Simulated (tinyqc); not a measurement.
Rapid thermal processing of a wafer: radiative balance, ramp and cooling, pattern effects, pyrometer error and spike budget: one step, computed by the program tinyqc.

The wafer is opaque and uniform through its thickness unless said otherwise; temperatures in formulas are in kelvin (C + 273.15). sigma = 5.670374419e-12 W/(cm^2 K^4).

Question. Power to hold and to ramp. Effective emissivity between parallel grey plates: eps_eff = 1/(1/eps + 1/(1 - r) - 1). Loss per area q(T) = 2 eps_eff sigma (T^4 - T_w^4) + h (T - T_w). Absorbed power during a ramp = q(T) + C d x ramp rate; thermal time constant tau = C d/(dq/dT), dq/dT = 8 eps_eff sigma T^3 + h; natural cooling rate q/(C d); front-to-back difference under one-sided heating at the end of the ramp = (absorbed power) d/(2 k).

Inputs (values chosen for the exercise, modelled on a hot silicon wafer):
```
quantity                                              value         unit
wafer thickness d                                       525   micrometre
heat capacity per volume C                             2.02   J/(cm^3 K)
thermal conductivity k                                 0.22     W/(cm K)
emissivity eps of each face                            0.59            -
reflectivity of the chamber walls r                    0.26            -
gas heat-transfer coefficient h, both faces together    3.6  mW/(cm^2 K)
wall temperature T_w                                    350            K
process temperature                                    1030            C
ramp rate                                                83          K/s
```

Give: eps_eff; holding power q; power at the end of the ramp; dq/dT; time constant tau; natural cooling rate; front-to-back difference.

Answer.

eps_eff = 0.4887

holding power q = 19.33 W/cm^2

power at the end of the ramp = 28.13 W/cm^2

dq/dT = 52.66 mW/(cm^2 K)

time constant tau = 2.014 s

natural cooling rate = 182.3 K/s

front-to-back difference = 3.357 K

Radiation carries 82 % of the loss. The ramp needs 1.5 times the holding power.
